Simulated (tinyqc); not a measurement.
FinFET, parasitic resistance, capacitance and delay: two steps of the calculation.

Nf fins under one contact; each has gated perimeter p = 2 Hf + Wf and cross-section A = Hf Wf; contact width Wc = Nf pf, stack height Hs = Hf. Contact length Lc = CPP - Lg - 2 Lsp, shared by two neighbouring gates. Source and drain sides are equal. The formulas are first-order estimates, not field solutions.

Values chosen for this exercise; values close to those of silicon logic devices:
- Nf = 3 (number of fins)
- Hf = 42 nm (fin height)
- Wf = 5 nm (fin width)
- pf = 27 nm (fin pitch)
- CPP = 54 nm (contacted gate pitch)
- Lg = 12 nm (gate length)
- Lsp = 7 nm (spacer length)
- rc = 3.8e-9 ohm cm^2 (contact resistivity)
- re = 0.00025 ohm cm (resistivity of the source-drain epitaxy)
- te = 25 nm (current-carrying depth of the epitaxy)
- rx = 0.0006 ohm cm (resistivity of the extension)
- Vdd = 0.75 V (supply voltage)

Task 1. Geometry and resistances. Epitaxy sheet resistance Rsh = re/te, transfer length LT = sqrt(rc/Rsh), contact Rc = [sqrt(rc Rsh)/Wc] coth(Lc/(2 LT)); extension of one fin Rx = rx Lsp/A. Effective width N p; for equal currents one side has Rc + Rx/N.

Wanted: Lc; effective width; Rsh; LT; Rc; Rx; one side times effective width.

Result 1.

Lc = 28.000 nm
effective width = 267.00 nm
Rsh = 100.00 ohm
LT = 61.644 nm
Rc = 340.84 ohm
Rx = 200.00 ohm
one side times effective width = 108.80 ohm um

Task 2. Effective current, delay and energy. Ieff = (IH + IL)/2, delay CL Vdd/(2 Ieff), energy CL Vdd^2, with CL the load of an inverter that drives an equal one.

IH = I(Vdd, Vdd/2) = 329.89413 uA
IL = I(Vdd/2, Vdd), solved likewise = 153.01686 uA
CL = 591.05433 aF

Give: Ieff; delay; energy.

Result 2.

Ieff = 241.46 uA
delay = 0.91796 ps
energy = 332.47 aJ

Program tinyqc, `OMP_NUM_THREADS=1 python tinyqc.py 2170108 2170109 out.jsonl`; Intel Xeon 2.30GHz, shared host, one thread, about 0.04 s.
